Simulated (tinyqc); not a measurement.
# Silicon n-p-n transistor, Gummel numbers and transit times: two studies

One-dimensional n-p-n transistor in the forward active mode at low injection. In the base p(x) = NB exp(-eta x/wb) and ni(x)^2 = ni^2 exp((g0 + g1 x/wb)/Vt); electrons leave the base at vsat; band spikes at the emitter junction and recombination inside the emitter are ignored.

Parameters, values chosen for the exercise; band and dielectric values close to those of silicon: temperature T = 350 K; band gap Eg = 1.11 eV; relative permittivity eps_r = 11.6; conduction-band density of states at T Nc = 3.59e19 cm^-3; valence-band density of states at T Nv = 3.39e19 cm^-3; saturation velocity vsat = 9.81e6 cm/s; neutral base width wb = 130 nm; base doping at the emitter edge NB = 1e18 cm^-3; doping falls as exp(-eta x/wb) eta = 0; gap reduction at the emitter edge of the base g0 = 0 eV; further gap reduction across the base (linear) g1 = 0 eV; electron diffusion coefficient in the base Dn = 12 cm^2/s; emitter doping NE = 1.3e20 cm^-3; gap reduction in the emitter (negative: wider gap) gE = 0.068 eV; neutral emitter width we = 95 nm; hole diffusion coefficient in the emitter Dp = 2.4 cm^2/s; recombination velocity at the emitter contact Se = 4e5 cm/s; electron lifetime in the base tb = 8e-7 s; collector doping NC = 1.6e16 cm^-3; collector-base reverse bias VCB = 1.9 V; emitter junction capacitance Cj = 1.5 fF/um^2; emitter plus collector resistance Rc = 15 ohm um^2; hole mobility in the base mp = 180 cm^2/(V s).

Constants: q = 1.602176634e-19 C, kB = 1.380649e-23 J/K, Vt = kB T/q, eps0 = 8.8541878128e-14 F/cm where lengths are in cm. Results are converted to the units shown.

Each table varies one quantity; the others keep the values above.

## Cut-off frequency against collector current

f(x) = p(x) ni^2/ni(x)^2; I(x) = integral from x to wb of f/Dn, plus f(wb)/vsat; base Gummel number GB = I(0); electron density per unit flux n/(J/q) = I/f; base transit time tauB = integral of I/f over the base. ni = sqrt(Nc Nv) exp(-Eg/(2 Vt)), Eg in volts; JC = J0 exp(VBE/Vt), J0 = q ni^2/GB; collector layer one-sided, Wc = sqrt(2 eps0 eps_r (Vbc + VCB)/(q NC)), Vbc = Vt ln(NB exp(-eta) NC/ni^2), Cjc = eps0 eps_r/Wc, tauC = Wc/(2 vsat). Delay 1/(2 pi fT) = tauE + tauB + tauC + tauR with tauE = Vt (Cj + Cjc)/JC and tauR = Rc Cjc. Charge stored in the emitter is left out. The Kirk effect, also left out, sets in near JC = q NC vsat. n(0) = (JC/q) I(0)/f(0).

The same in every row: tauB (ps) = 8.367; tauC (ps) = 2.358; tauR (ps) = 0.003330.

Cut-off frequency against collector current:
```
JC (mA/um^2)  VBE (V)  tauE (ps)  fT (GHz)  JC/(q NC vsat)   n(0)/NB
0.00084        0.6730      61.83     2.193        0.003340  6.214e-4
0.0018         0.6960      28.85     4.021        0.007158  0.001332
0.0039         0.7193      13.32     6.619         0.01551  0.002885
0.0083         0.7421      6.257     9.370         0.03300  0.006140
0.018          0.7655      2.885     11.69         0.07158   0.01332
0.038          0.7880      1.367     13.16          0.1511   0.02811
0.082          0.8112     0.6334     14.01          0.3261   0.06066
0.18           0.8349     0.2885     14.45          0.7158    0.1332
0.38           0.8575     0.1367     14.65           1.511    0.2811
```

fT rises from 2.19 to 14.6 GHz as the charging time falls as 1/JC; its limit for vanishing tauE is 14.8 GHz, of which the largest delay is tauB (78.0 %). tauE equals the other delays together at JC = 0.00484 mA/um^2. For JC = 0.18, 0.38 JC nears or passes q NC vsat, where base push-out would lower fT. For JC = 0.38 the electron density at the emitter edge exceeds a fifth of NB, beyond low injection.

## Effect of the neutral base width

ni = sqrt(Nc Nv) exp(-Eg/(2 Vt)), Eg in volts; GE = NE exp(-gE/Vt)(we/Dp + 1/Se); JC = J0 exp(VBE/Vt), J0 = q ni^2/GB; gain limited by back injection GE/GB, by base recombination tb/tauB, together 1/beta = the sum of the inverses; collector layer one-sided, Wc = sqrt(2 eps0 eps_r (Vbc + VCB)/(q NC)), Vbc = Vt ln(p(wb) NC/ni^2), Cjc = eps0 eps_r/Wc; Early voltage VA = GB q p(wb)/(f(wb) Cjc [1/Dn - (eta + g1/Vt)/(wb vsat)]), f(wb) = p(wb) exp(-(g0 + g1)/Vt), p(wb) = NB exp(-eta); tauC = Wc/(2 vsat). Peak fT here means 1/(2 pi (tauB + tauC + Rc Cjc)); base sheet resistance 1/(q mp times the integral of p).

The same in every row: tauC (ps) = 2.358.

Effect of the neutral base width:
```
wb (nm)  GB (s/cm^4)  GE/GB  tb/tauB   beta  VA (V)  tauB (ps)  peak fT (GHz)  base sheet resistance (kohm)
32          3.686e11  239.0  1.063e6  238.9   31.92     0.7529          51.11                         10.84
48          5.019e11  175.5  5.520e5  175.4   43.47      1.449          41.77                         7.224
72          7.019e11  125.5  2.764e5  125.4   60.79      2.894          30.28                         4.816
110         1.019e12  86.48  1.298e5  86.42   88.21      6.163          18.67                         3.152
160         1.435e12  61.37  6.505e4  61.31   124.3      12.30          10.86                         2.167
240         2.102e12  41.91  3.025e4  41.85   182.0      26.45          5.525                         1.445
350         3.019e12  29.18  1.465e4  29.12   261.4      54.61          2.794                        0.9907
520         4.435e12  19.86     6782  19.80   384.1      118.0          1.323                        0.6668
```

What does the table show?

As wb goes from 32 to 520, beta falls from 239 to 19.8, VA rises from 31.9 to 384 V, the peak fT falls from 51.1 to 1.32 GHz and the base sheet resistance falls from 10.8 to 0.667 kohm. The product beta VA changes by a factor of 0.997. Back injection limits the gain in every row. tauB goes as wb^(1.81), between the 2 of diffusion and the 1 of the exit-velocity term.

Range of the model: Heavy doping makes emitter or base degenerate; gE and g0 are to be read as apparent gap changes that include this.

Program tinyqc, `OMP_NUM_THREADS=1 python tinyqc.py 2320008 2320009 out.jsonl`; Intel Xeon 2.30GHz, shared host, one thread, about 0.01 s.
